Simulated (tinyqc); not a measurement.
Transfer-length model of a contact: one step of the calculation.

A metal contact of length d and width W on a thin layer of the same width. The metal has no resistance, the sheet resistance under it equals Rsh, and current enters the layer at the front edge x = 0.

Problem. Transfer length. A = Lt coth(d/Lt) is solved for Lt, starting from Lt = A. Lt(new) = A tanh(d/Lt).

Inputs (values chosen for the exercise):
- d = 0.023 um (contact length)

A = 0.074445145 um
Lt after iteration 1 = 0.022295106 um

Give: Lt after iteration 2.

Solution.

Lt after iteration 2 = 0.05766 um

Numbers from tinyqc (`OMP_NUM_THREADS=1 python tinyqc.py 2760167 2760168 out.jsonl`; about 0.01 s on one thread of a shared Intel Xeon 2.30GHz).
